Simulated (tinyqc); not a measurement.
Worked calculation: RHF in the 6-31g basis, for H3+, spin multiplicity 1. One step of it, computed by the program tinyqc.

Problem. Iteration 1: diagonalisation and new density. Diagonalise F' = X^T F X, C = X C', fill 1 alpha and 1 beta electrons from the bottom; D = 2 C_occ C_occ^T. Each column has its largest component positive (the first on a tie).

Fock matrix F (hartree):
```
           1H 1s      1H 2s      2H 1s      2H 2s      3H 1s      3H 2s
1H 1s  -0.364397  -0.734706  -0.511869  -0.586522  -0.427049  -0.540094
1H 2s  -0.734706  -0.708456  -0.544529  -0.616483  -0.488516  -0.588120
2H 1s  -0.511869  -0.544529  -0.261040  -0.613619  -0.200439  -0.357864
2H 2s  -0.586522  -0.616483  -0.613619  -0.598626  -0.343520  -0.473724
3H 1s  -0.427049  -0.488516  -0.200439  -0.343520  -0.255805  -0.586115
3H 2s  -0.540094  -0.588120  -0.357864  -0.473724  -0.586115  -0.580622
```

X:
```
           1H 1s      1H 2s      2H 1s      2H 2s      3H 1s      3H 2s
1H 1s   1.264551  -0.535154  -0.046504   0.036719  -0.015746   0.029307
1H 2s  -0.535154   2.052363  -0.004492  -0.666028  -0.011483  -0.578536
2H 1s  -0.046504  -0.004492   1.260760  -0.499236   0.030191   0.034072
2H 2s   0.036719  -0.666028  -0.499236   1.697509   0.031310  -0.107727
3H 1s  -0.015746  -0.011483   0.030191   0.031310   1.257931  -0.499954
3H 2s   0.029307  -0.578536   0.034072  -0.107727  -0.499954   1.622738
```

Give: F' = X^T F X; orbital energies; coefficients C; D after iteration 1.

Solution.

F' = X^T F X (hartree):
```
         1        2        3        4        5        6
1   0.1996  -0.6043  -0.2803  -0.1163  -0.1994  -0.1121
2  -0.6043   0.0366  -0.1328  -0.1490  -0.1278  -0.1392
3  -0.2803  -0.1328   0.2250  -0.5339  -0.0022  -0.0635
4  -0.1163  -0.1490  -0.5339  -0.0106  -0.0623  -0.1122
5  -0.1994  -0.1278  -0.0022  -0.0623   0.1859  -0.5190
6  -0.1121  -0.1392  -0.0635  -0.1122  -0.5190  -0.0311
```

orbital energies (hartree): MO1 -0.9698, MO2 -0.3213, MO3 -0.1178, MO4 0.5772, MO5 0.6091, MO6 0.8281

coefficients C:
```
          MO1      MO2      MO3      MO4      MO5      MO6
1H 1s  0.3386  -0.0440   0.2417   0.6843   0.2179  -1.0951
1H 2s  0.2484  -0.1004   1.4789  -0.7444  -0.3248   1.5358
2H 1s  0.2575  -0.2656  -0.1233   0.6794   0.7997   0.7681
2H 2s  0.1624  -0.5876  -1.0570  -0.3830  -0.9449  -1.0295
3H 1s  0.2325   0.3176  -0.0729   0.7805  -0.9578   0.3845
3H 2s  0.1585   0.7621  -0.7543  -0.4874   1.2216  -0.5716
```

D after iteration 1:
```
        1H 1s   1H 2s   2H 1s   2H 2s   3H 1s   3H 2s
1H 1s  0.2293  0.1682  0.1744  0.1100  0.1575  0.1073
1H 2s  0.1682  0.1234  0.1279  0.0807  0.1155  0.0787
2H 1s  0.1744  0.1279  0.1326  0.0836  0.1197  0.0816
2H 2s  0.1100  0.0807  0.0836  0.0528  0.0755  0.0515
3H 1s  0.1575  0.1155  0.1197  0.0755  0.1081  0.0737
3H 2s  0.1073  0.0787  0.0816  0.0515  0.0737  0.0502
```
